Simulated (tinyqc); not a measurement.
# Double-gate transistor below threshold, two-dimensional Poisson equation on a small mesh: effects of single changes

Half of a symmetric double-gate structure: row 0 is the mid-plane of the body, where the normal field vanishes. Mobile charge is neglected (subthreshold), the body is fully depleted, and potentials are counted from the intrinsic level; rows run upward to the gate, columns from source to drain.

Inputs (values chosen for the exercise); semiconductor permittivity close to that of In0.53Ga0.47As:
- T = 325 K (temperature)
- eps_r = 13.6 (relative permittivity of the semiconductor)
- eox = 7.5 (relative permittivity of the insulator)
- tb = 8 nm (half the body thickness)
- tox = 3.3 nm (insulator thickness)
- L = 52 nm (channel length)
- Na = 6.6e17 cm^-3 (acceptor density of the depleted body)
- Vbi = 0.58 V (potential of the source)
- Vfb = 0 V (gate offset)
- Vg = 0.1 V (gate voltage)
- Vd = 0.3 V (drain voltage)

Constants: q = 1.602176634e-19 C, kB = 1.380649e-23 J/K, Vt = kB T/q, eps0 = 8.8541878128e-14 F/cm where lengths are in cm. Results are converted to the units shown.

Each table varies one quantity; the others keep the values above.

## Effect of the gate voltage

Mesh: rows i = 0..12 in the semiconductor (step hs = tb/12, row 12 on the interface), then 8 step(s) ho = tox/8 up to the gate row 20; columns j = 0..80 (step hy = L/80). Box integration, divided by eps0: up_i = eps hy/h of the interval above row i, dn_i = that of the interval below (0 for row 0), lat_i = (sum of eps h/2 over the intervals above and below)/hy, s_i = -q Na w_i hy/eps0 with w_i the semiconductor height of the box (hs/2 for row 0 and the interface row, hs between, 0 in the insulator). Each free node obeys (up + dn + 2 lat) psi = up psi(above) + dn psi(below) + lat [psi(left) + psi(right)] + s. Fixed values: gate row Vg - Vfb; column 0 at Vbi and the last column at Vbi + Vd in the semiconductor, each running linearly to Vg - Vfb across the insulator. The system is solved directly. On row 0 the minimum of psi and its place come from a parabola through the three lowest nodes; barrier = Vbi - minimum, swing = Vt ln 10/(d psi/dVg), DIBL = (d psi/dVd)/(d psi/dVg) there. Lambda = pi/k with k the smallest positive root of tan(k tox) tan(k tb) = eox/eps_r.

Result of one run:
```
Vg (V)  L/Lambda  barrier (V)  place y/L  swing (mV/decade)  DIBL (mV/V)
0.04       1.936       0.5288     0.4665              72.69        50.75
```

What becomes of these results when the gate voltage Vg is changed from 0.04 to 0.12 V, all else the same?

Result of the changed run:
```
Vg (V)  L/Lambda  barrier (V)  place y/L  swing (mV/decade)  DIBL (mV/V)
0.12       1.936       0.4579     0.4624              72.73        49.51
```

The whole series:
```
Vg (V)  L/Lambda  barrier (V)  place y/L  swing (mV/decade)  DIBL (mV/V)
-0.2       1.936       0.7419     0.4748              72.60        53.32
-0.12      1.936       0.6709     0.4725              72.62        52.60
-0.04      1.936       0.5998     0.4698              72.65        51.75
0.04       1.936       0.5288     0.4665              72.69        50.75
0.12       1.936       0.4579     0.4624              72.73        49.51
0.2        1.936       0.3870     0.4571              72.81        47.98
```

As Vg goes from -0.2 to 0.2 V, the barrier falls from 0.742 to 0.387 V, the swing stays near 72.7 mV a decade and DIBL falls from 53.3 to 48.0 mV/V; the ideal swing is 64.5. The barrier top moves from y/L = 0.475 to 0.457, towards the source.

## Effect of the drain voltage

Same model as above.

Results:
```
Vd (V)  L/Lambda  barrier (V)  place y/L  swing (mV/decade)  DIBL (mV/V)
0.05       1.936       0.4877     0.4927              72.51        59.41
0.25       1.936       0.4779     0.4686              72.66        51.38
0.45       1.936       0.4693     0.4499              72.92        45.99
0.65       1.936       0.4615     0.4347              73.22        42.07
1.05       1.936       0.4478     0.4107              73.88        36.62
```

Estimate the missing row, Vd = 0.85 V.

Computed row:
```
Vd (V)  L/Lambda  barrier (V)  place y/L  swing (mV/decade)  DIBL (mV/V)
0.85       1.936       0.4544     0.4219              73.55        39.04
```

With this row back in the table: As Vd goes from 0.05 to 1.05 V, the barrier falls from 0.488 to 0.448 V, the swing rises from 72.5 to 73.9 mV a decade and DIBL falls from 59.4 to 36.6 mV/V; the ideal swing is 64.5. The barrier top moves from y/L = 0.493 to 0.411, towards the source.

## Effect of the relative permittivity of the insulator

Same model as above.

Results:
```
eox  L/Lambda  barrier (V)  place y/L  swing (mV/decade)  DIBL (mV/V)
3.9     1.529       0.4484     0.4558              80.75        99.28
8.8     2.037       0.4799     0.4650              71.52        42.49
13      2.274       0.4872     0.4682              69.38        29.47
20      2.513       0.4918     0.4708              67.94        20.70
30      2.702       0.4941     0.4727              67.12        15.74
```

Estimate the missing row, eox = 5.9.

Computed row:
```
eox  L/Lambda  barrier (V)  place y/L  swing (mV/decade)  DIBL (mV/V)
5.9     1.785       0.4676     0.4610              75.00        63.85
```

With this row back in the table: As eox goes from 3.9 to 30, the barrier rises from 0.448 to 0.494 V, the swing falls from 80.7 to 67.1 mV a decade and DIBL falls from 99.3 to 15.7 mV/V; the ideal swing is 64.5. L/Lambda goes from 1.5 to 2.7.

Numbers from tinyqc (`OMP_NUM_THREADS=1 python tinyqc.py 2480096 2480097 out.jsonl`; about 0.09 s on one thread of a shared Intel Xeon 2.30GHz).
